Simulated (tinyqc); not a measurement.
Size of the basis: round or elliptic silicon nanowire with anisotropic valleys (Ritz method).

Wire along x = [110] on a (001) wafer, y = [-110], z = [001]. Valley groups (w = inverse masses): A, two valleys along z: w_y = 1/mt, w_z = 1/ml, m_x = mt; B, four valleys in the wafer plane: w_y = (1/ml + 1/mt)/2, w_z = 1/mt, m_x = (ml + mt)/2.

Hard wall on the ellipse (y/a)^2 + (z/b)^2 = 1, c = hbar^2/2m0. With u = y/a, v = z/b the operator is -c [(w_y/a^2) d2/du2 + (w_z/b^2) d2/dv2] on the unit disc. Basis (1 - u^2 - v^2) u^i v^j; S, X and Y are the disc integrals of f f', (df/du)(df'/du) and (df/dv)(df'/dv), from the integral of u^p v^q = 2 Gamma((p+1)/2) Gamma((q+1)/2)/((p + q + 2) Gamma((p+q+2)/2)) for even p, q; H = c (w_y X/a^2 + w_z Y/b^2).

Constants: hbar^2/2m0 = 3.80998211 eV angstrom^2.

Parameters, chosen for this exercise (near those of a Si nanowire; not measured data):

| symbol | value | unit | meaning |
|---|---|---|---|
| ml | 0.919 | m0 | longitudinal mass |
| mt | 0.192 | m0 | transverse mass |
| a | 39 | angstrom | semi-axis along y |
| b | 39 | angstrom | semi-axis along z |

Lowest level of each group with 1, 3, 6 and 21 even functions.

Levels (meV):

| functions | A | B |
|---|---|---|
| 1 | 47.32 | 62.80 |
| 3 | 44.88 | 60.44 |
| 6 | 44.84 | 60.42 |
| 21 | 44.84 | 60.42 |

What does the comparison show?

One function errs by 5.5 % for A and 3.9 % for B, six by 0.00025 and 1.7e-05 meV. The error grows with the axis ratio of the stretched ellipse (2.19, 1.29); for a circle it is 6/5.783 - 1 = 3.7 %.

Program tinyqc; command `OMP_NUM_THREADS=1 python tinyqc.py 1250852 1250853 out.jsonl`; about 0.05 s on one thread of a shared Intel(R) Xeon(R) Processor @ 2.30GHz.
